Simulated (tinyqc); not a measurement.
# Worked calculation: semiconductor laser, carrier and photon rate equations

tinyqc, about 0.01 s, one thread, Intel Xeon 2.30GHz (shared host): `OMP_NUM_THREADS=1 python tinyqc.py 2840127 2840128 out.jsonl` Printed values are rounded.

Carrier density N and photon density S in one mode: dN/dt = F1 = eta I/(q V) - (A N + B N^2 + C N^3) - vg g S; dS/dt = F2 = G vg g S + G be B N^2 - S/tp, with g = g0 ln(N/Ntr)/(1 + ec S). Output power P = Fo Eph S V/(G tp). No heating, no carrier transport.

Inputs (values chosen for the exercise): active volume V = 1.2e-11 cm^3; confinement factor G = 0.101; group velocity vg = 8.13e9 cm/s; gain coefficient g0 = 2600 1/cm; transparency density Ntr = 2.8e18 cm^-3; gain compression ec = 9.9e-18 cm^3; photon lifetime tp = 3 ps; defect recombination coefficient A = 1.8e8 1/s; radiative coefficient B = 6e-11 cm^3/s; Auger coefficient C = 1.1e-29 cm^6/s; share of spontaneous emission into the mode be = 9.8e-5; injection efficiency eta = 0.94; share of cavity losses that is output Fo = 0.62; photon energy Eph = 1.27 eV; drive current I = 13 mA; time step dt = 2 ps.

Constants: q = 1.602176634e-19 C. Results are converted to the units shown.

## Threshold

gth = 1/(G vg tp), Nth = Ntr exp(gth/g0), Ith = q V (A Nth + B Nth^2 + C Nth^3)/eta. Above it S is near G tp eta (I - Ith)/(q V). Carrier lifetime at threshold Nth/(A Nth + B Nth^2 + C Nth^3).

gth = 405.945 1/cm
Nth = 3.27315e18 cm^-3
Ith = 3.30876 mA
estimate of S = 1.43568e15 cm^-3
carrier lifetime = 2.02332 ns

## Iteration 1: steady state by Newton steps

(N, S) at the start (Nth and the estimate of S): N (1e18 cm^-3) 3.273, S (1e15 cm^-3) 1.44

Jacobian, with a = g0/(N (1 + ec S)) and d = g/(1 + ec S): J11 = -(A + 2 B N + 3 C N^2) - vg a S, J12 = -vg d, J21 = G vg a S + 2 G be B N, J22 = G vg d - 1/tp. Solve J d = -F and add d to (N, S).

F1, F2 (1e27 cm^-3/s): [0.0540355, -0.00687668]

J (1/ns):
```
           N         S
F1  -10.0955  -3207.28
F2  0.926096  -9.39791
```

(N, S) after iteration 1: N (1e18 cm^-3) 3.28036, S (1e15 cm^-3) 1.43368

## Iteration 2: steady state by Newton steps

As before.

F1, F2 (1e27 cm^-3/s): [3.59846e-4, -3.72644e-5]

J (1/ns):
```
           N         S
F1  -10.0378  -3253.85
F2  0.920017  -4.69495
```

(N, S) after iteration 2: N (1e18 cm^-3) 3.28040, S (1e15 cm^-3) 1.43366

## Course of the iteration: steady state by Newton steps

Stop when the largest change of (N, S) is below 1e-9, or after 40 iterations. N is counted in 1e18 and S in 1e15 cm^-3, and S must be positive.

Course of the iteration:
```
iteration  S (1e15 cm^-3)  largest |change| of one entry
1                 1.43368                        7.36e-3
2                 1.43366                        4.04e-5
3                 1.43366                       6.42e-10
```

Converged in 3 iterations. The change falls from 0.0074 in the first iteration to below the tolerance in the last.

## Power, relaxation frequency, damping and bandwidth

N = 3.28040e18 cm^-3
S = 1.43366e15 cm^-3

Jacobian, with a = g0/(N (1 + ec S)) and d = g/(1 + ec S): J11 = -(A + 2 B N + 3 C N^2) - vg a S, J12 = -vg d, J21 = G vg a S + 2 G be B N, J22 = G vg d - 1/tp. wR^2 = det J, gamma = -trace J, fR = wR/(2 pi); the response wR^2/(wR^2 - w^2 + i gamma w) falls to 1/sqrt(2) at w^2 = x + sqrt(x^2 + wR^4), x = wR^2 - gamma^2/2 (f3dB = w/(2 pi)).

P = 7.16294 mW
fR = 8.77611 GHz
gamma = 14.7069 1/ns
f3dB = 13.4642 GHz

f3dB is 1.53 times fR (1.55 without damping). gamma/wR = 0.27: the response has a resonance peak.

## One Runge-Kutta step of a transient

(N, S) at the start: N (1e18 cm^-3) 3.346, S (1e15 cm^-3) 0.717

y = (N, S), k1 = F(y), k2 = F(y + dt k1/2), k3 = F(y + dt k2/2), k4 = F(y + dt k3), y(new) = y + dt (k1 + 2 k2 + 2 k3 + k4)/6.

slopes per ps, N in 1e18 and S in 1e15 cm^-3:
```
         dN/dt      dS/dt
k1  0.00198890  0.0317820
k2  0.00185971  0.0340451
k3  0.00185202  0.0340802
k4  0.00171426  0.0364444
```

(N, S) after the step: N (1e18 cm^-3) 3.34971, S (1e15 cm^-3) 0.785159
